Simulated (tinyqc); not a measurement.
Sputter depth profiling of a dopant layer: erosion rate, quantification and the mixing-roughness response: one step, computed by the program tinyqc.

A rastered ion beam erodes silicon (49.94 atoms per nm^3). The measured profile is the true one convolved with a depth response.

Task: Erosion and sensitivity. Scaling chosen for the exercise: yield Y = Y1 E^0.5, mixing length w = w1 E^0.5 (E in keV). Erosion rate = Y I/(e x raster^2 x density); depth step = rate x counting time; concentration = RSF x counts/matrix counts; detection limit = RSF x 3 sqrt(background x time)/(matrix rate x time).

Inputs (values chosen for the exercise, modelled on a dopant in silicon under an oxygen or caesium beam): beam energy E = 0.39 keV; beam current = 51 nA; raster side = 200 um; sputter yield at 1 keV = 1.1; mixing length at 1 keV = 2.1 nm; relative sensitivity factor RSF = 1e+21 1/cm^3; matrix count rate = 350000 1/s; background count rate = 3.2 1/s; counting time per point = 0.5 s.

True profile: box.

Constants: e = 1.602176634e-19 C.

Give: yield Y; mixing length w; erosion rate; depth step; detection limit.

Result:

yield Y = 0.68695

mixing length w = 1.3114 nm

erosion rate = 0.10947 nm/s

depth step = 0.054733 nm

detection limit = 2.1684e+16 1/cm^3

Caution: with so few background counts Poisson statistics, not 3 sqrt(N), set the true limit.
